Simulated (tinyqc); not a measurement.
Thin-body film or fin with hard walls, valleys of the Si type: one step. Filling at a given sheet density. Two cases, with inputs chosen for the exercise.

Task: n_i = g m_d/(2 pi c) kB T ln(1 + exp((EF - E_i)/kB T)) over the levels listed; solve sum n_i = Ns (1e12/cm^2 = 1e-4/angstrom^2); the band bending of the charge itself is left out. c = hbar^2/2m0.

Constants: hbar^2/2m0 = 3.80998211 eV angstrom^2; kB = 8.617333262e-05 eV/K.

Give: EF; n_i in the order of the list.

Case 1.

Values chosen (out of a larger set: near those of Si; not measured data): Ns = 5.7 x 1e12/cm^2 (sheet density in the on state); T = 300 K (temperature).

Valleys (masses in m0):
```
valleys g  cos^2(theta)       m_z       m_1       m_2       m_d
2              1.000000  0.919000  0.189000  0.189000  0.189000
4              0.000000  0.189000  0.189000  0.919000  0.416763
```

Subbands:
```
label  valleys g    E (eV)
1              2  0.009990
2              2  0.039958
1'             4  0.048574
3              2  0.089906
4              2  0.159833
2'             4  0.194295
5              2  0.249739
```

Result:

EF = 0.0005 eV

n_i in the order of the list (1e12/cm^2): [2.148, 0.802, 2.604, 0.126, 0.009, 0.010, 0.000]

The fullest subband is 1', with 46 %.

Case 2.

Values chosen (out of a larger set: near those of Si; not measured data): Ns = 9.3 x 1e12/cm^2 (sheet density in the on state); T = 77 K (temperature).

Valleys (masses in m0):
```
valleys g  cos^2(theta)       m_z       m_1       m_2       m_d
4              0.500000  0.316209  0.191000  0.554500  0.325437
2              0.000000  0.191000  0.191000  0.918000  0.418734
```

Subbands:
```
label  valleys g    E (eV)
1              4  0.151681
1'             2  0.251115
2              4  0.606725
2'             2  1.004461
3              4  1.365132
3'             2  2.260038
4              4  2.426901
```

Result:

EF = 0.1683 eV

n_i in the order of the list (1e12/cm^2): [9.300, 0.000, 0.000, 0.000, 0.000, 0.000, 0.000]

The fullest subband is 1, with 100 %.

Computed by tinyqc, one run a case: `OMP_NUM_THREADS=1 python tinyqc.py N N+1 out.jsonl` with N = 1251223, 1251303; one thread of a shared Intel(R) Xeon(R) Processor @ 2.30GHz, about 0.01 s a run at most.
